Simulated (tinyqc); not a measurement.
## Cap thickness from the capacitance plateau

Inverse problem. With only the buried channel on, 1/C = 1/Cox + (tc + zc)/(eps0 eps_r), Cox = eps0 eox/tox. Find tc and the oxide-equivalent thickness 3.9 eps0/C.

Values chosen for this exercise; band and dielectric values close to those of silicon:
```
symbol,value,unit,meaning
eps_r,11.6,,relative permittivity
eox,7.71,,relative permittivity of the gate insulator (close to silicon nitride)
tox,6.9,nm,insulator thickness
zc,0.8,nm,depth of the hole centroid below the top of the SiGe
```

Constants: eps0 = 8.8541878128e-14 F/cm where lengths are in cm. Results are converted to the units shown.

plateau of C/Cox with only the buried channel on = 0.70232705

Answer. The cap and the centroid act as a second capacitor in series with the insulator.

tc = 3.600 nm
equivalent thickness = 4.970 nm

Program tinyqc, `OMP_NUM_THREADS=1 python tinyqc.py 2042167 2042168 out.jsonl`; Intel Xeon 2.30GHz, shared host, one thread, about 0.02 s.
